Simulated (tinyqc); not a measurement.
Inside a calculation. Method: empirical pseudopotential in a few plane waves. One step of it, computed by the program tinyqc.

Problem. Levels at G. Diagonalise the Hermitian matrix.

H(k) at G (eV), order +0+0+0, -1-1-1, -1-1+1, -1+1-1, -1+1+1, +1-1-1, +1-1+1, +1+1-1, +1+1+1, -2+0+0, +0-2+0, +0+0-2, +0+0+2, +0+2+0, +2+0+0:
```
[[0.000000, 2.135790, -2.135790, -2.135790, -2.135790, -2.135790, -2.135790, -2.135790, 2.135790, 0.000000, 0.000000, 0.000000, 0.000000, 0.000000, 0.000000],
 [2.135790, 13.006886, 0.000000, 0.000000, -0.299325, 0.000000, -0.299325, -0.299325, 0.000000, -2.135790, -2.135790, -2.135790, -0.336724, -0.336724, -0.336724],
 [-2.135790, 0.000000, 13.006886, 0.299325, 0.000000, 0.299325, 0.000000, 0.000000, -0.299325, -2.135790, -2.135790, 0.336724, 2.135790, -0.336724, -0.336724],
 [-2.135790, 0.000000, 0.299325, 13.006886, 0.000000, 0.299325, 0.000000, 0.000000, -0.299325, -2.135790, 0.336724, -2.135790, -0.336724, 2.135790, -0.336724],
 [-2.135790, -0.299325, 0.000000, 0.000000, 13.006886, 0.000000, 0.299325, 0.299325, 0.000000, 2.135790, -0.336724, -0.336724, -2.135790, -2.135790, 0.336724],
 [-2.135790, 0.000000, 0.299325, 0.299325, 0.000000, 13.006886, 0.000000, 0.000000, -0.299325, 0.336724, -2.135790, -2.135790, -0.336724, -0.336724, 2.135790],
 [-2.135790, -0.299325, 0.000000, 0.000000, 0.299325, 0.000000, 13.006886, 0.299325, 0.000000, -0.336724, 2.135790, -0.336724, -2.135790, 0.336724, -2.135790],
 [-2.135790, -0.299325, 0.000000, 0.000000, 0.299325, 0.000000, 0.299325, 13.006886, 0.000000, -0.336724, -0.336724, 2.135790, 0.336724, -2.135790, -2.135790],
 [2.135790, 0.000000, -0.299325, -0.299325, 0.000000, -0.299325, 0.000000, 0.000000, 13.006886, -0.336724, -0.336724, -0.336724, -2.135790, -2.135790, -2.135790],
 [0.000000, -2.135790, -2.135790, -2.135790, 2.135790, 0.336724, -0.336724, -0.336724, -0.336724, 17.342514, 0.299325, 0.299325, -0.299325, -0.299325, 0.000000],
 [0.000000, -2.135790, -2.135790, 0.336724, -0.336724, -2.135790, 2.135790, -0.336724, -0.336724, 0.299325, 17.342514, 0.299325, -0.299325, 0.000000, -0.299325],
 [0.000000, -2.135790, 0.336724, -2.135790, -0.336724, -2.135790, -0.336724, 2.135790, -0.336724, 0.299325, 0.299325, 17.342514, 0.000000, -0.299325, -0.299325],
 [0.000000, -0.336724, 2.135790, -0.336724, -2.135790, -0.336724, -2.135790, 0.336724, -2.135790, -0.299325, -0.299325, 0.000000, 17.342514, 0.299325, 0.299325],
 [0.000000, -0.336724, -0.336724, 2.135790, -2.135790, -0.336724, 0.336724, -2.135790, -2.135790, -0.299325, 0.000000, -0.299325, 0.299325, 17.342514, 0.299325],
 [0.000000, -0.336724, -0.336724, -0.336724, 0.336724, 2.135790, -2.135790, -2.135790, -2.135790, 0.000000, -0.299325, -0.299325, 0.299325, 0.299325, 17.342514]]
```

Give: eigenvalues.

Solution.

eigenvalues (eV): [-2.2578, 9.5639, 9.5639, 9.5639, 9.5732, 12.7076, 12.7076, 12.7076, 16.1627, 16.7439, 16.7439, 20.4862, 20.4862, 20.4862, 22.8714]
